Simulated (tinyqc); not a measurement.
## Conduction-band offset of an n-N heterojunction from carrier-profile moments: effect of the doping of the wide-gap layer

Layer 1 (x < 0) accumulates electrons and layer 2 (x > 0) is depleted. Boltzmann statistics. The bands bend down by V1 in layer 1 and up by V2 in layer 2, with V1 + V2 = VD = dE + Vt ln[(N2/Nc2)/(N1/Nc1)].

Sheet densities from the first integral: Q1 = sqrt((2 eps0 eps_r Vt N1/q)(exp(u1) - u1 - 1)) extra electrons, Q2 = sqrt((2 eps0 eps_r Vt N2/q)(exp(-u2) + u2 - 1)) missing ones, u = V/Vt; neutrality Q1 = Q2 + si.

Values chosen for this exercise; values of the order of III-V alloys: temperature T = 200 K; relative permittivity of both layers eps_r = 12.5; density of states of the narrow-gap layer 1 Nc1 = 3e17 cm^-3; density of states of the wide-gap layer 2 Nc2 = 1.4e18 cm^-3; conduction-band offset dE = 0.21 eV; donor density in layer 1 N1 = 5.1e15 cm^-3; fixed charge at the interface si = 0 cm^-2.

Constants: q = 1.602176634e-19 C, kB = 1.380649e-23 J/K, Vt = kB T/q, eps0 = 8.8541878128e-14 F/cm where lengths are in cm. Results are converted to the units shown.

Effect of the doping of the wide-gap layer:

| N2 (cm^-3) | VD (V) | V1 (V) | Q1 (cm^-2) | n(0-)/Nc1 |
|---|---|---|---|---|
| 3e15 | 0.1743 | 0.03396 | 7.144e10 | 0.1219 |
| 5.5e15 | 0.1848 | 0.04178 | 9.775e10 | 0.1920 |
| 1e16 | 0.1951 | 0.05022 | 1.328e11 | 0.3133 |
| 1.9e16 | 0.2061 | 0.05992 | 1.840e11 | 0.5500 |
| 3.4e16 | 0.2161 | 0.06913 | 2.469e11 | 0.9386 |
| 6.4e16 | 0.2270 | 0.07946 | 3.395e11 | 1.709 |
| 1.2e17 | 0.2379 | 0.08994 | 4.655e11 | 3.139 |
| 2.2e17 | 0.2483 | 0.1002 | 6.308e11 | 5.686 |

Q1 rises from 7.14e10 to 6.31e11 cm^-2, as N2^(0.51) over the table, while VD grows by Vt ln 10 a decade and the share V1/VD rises from 0.195 to 0.403. For N2 = 1.9e16, 3.4e16, 6.4e16, 1.2e17, 2.2e17 n(0-) nears or passes Nc1, where degeneracy and quantisation lower Q1.

Computed by the program tinyqc: `OMP_NUM_THREADS=1 python tinyqc.py 2410047 2410048 out.jsonl`, one thread of a shared Intel Xeon 2.30GHz, about 0.08 s for the whole run.
